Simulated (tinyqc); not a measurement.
Planar ballistic transistor, top-of-the-barrier model: one step of the calculation.

At the top of the source barrier, states moving towards the drain are filled by the source (Fermi level 0) and states moving back by the drain (Fermi level -q Vd); nothing scatters. U is the shift of the band edge there, set by the capacitances CG, CD and CS (the total) and by the charge. Parabolic two-dimensional band; the source is grounded.

Question. Density of states, capacitances and charge at zero bias. N0 = gv m kB T/(pi hbar^2), CG = eps0 eox/tox, vT = sqrt(2 kB T/(pi m)), CS = CG/aG, n0 = n at U = 0 and Vd = 0. eta1 = -(E0 + U)/Vt, eta2 = eta1 - Vd/Vt, n = (N0/2)[F_0(eta1) + F_0(eta2)], F_0(x) = ln(1 + exp x). UL = -(aG Vg + aD Vd).

Parameters, values chosen for the exercise; mass and valleys close to those of gallium arsenide:
```
symbol   value  unit                                                                 meaning
T           77     K                                                             temperature
m       0.0643    m0                                                          effective mass
gv           1                                                             valley degeneracy
eox        3.9                                   relative permittivity of the gate insulator
tox        3.5    nm                                                     insulator thickness
aG         0.9                                                            gate control CG/CS
aD       0.042                                                           drain control CD/CS
E0        0.17    eV  band edge at the barrier top above the source Fermi level at zero bias
Vg        0.21     V                                                            gate voltage
Vd        0.05     V                                                           drain voltage
```

Constants: q = 1.602176634e-19 C, kB = 1.380649e-23 J/K, hbar = 1.054571817e-34 J s, m0 = 9.1093837015e-31 kg, Vt = kB T/q, eps0 = 8.8541878128e-14 F/cm where lengths are in cm. Results are converted to the units shown.

Wanted: N0; CG; CS; n0; UL.

Answer.

N0 = 1.782e11 cm^-2
CG = 0.9866 uF/cm^2
CS = 1.096 uF/cm^2
n0 = 1.331 cm^-2
UL = -0.1911 eV

Numbers from tinyqc (`OMP_NUM_THREADS=1 python tinyqc.py 2400014 2400015 out.jsonl`; about 0.01 s on one thread of a shared Intel Xeon 2.30GHz).
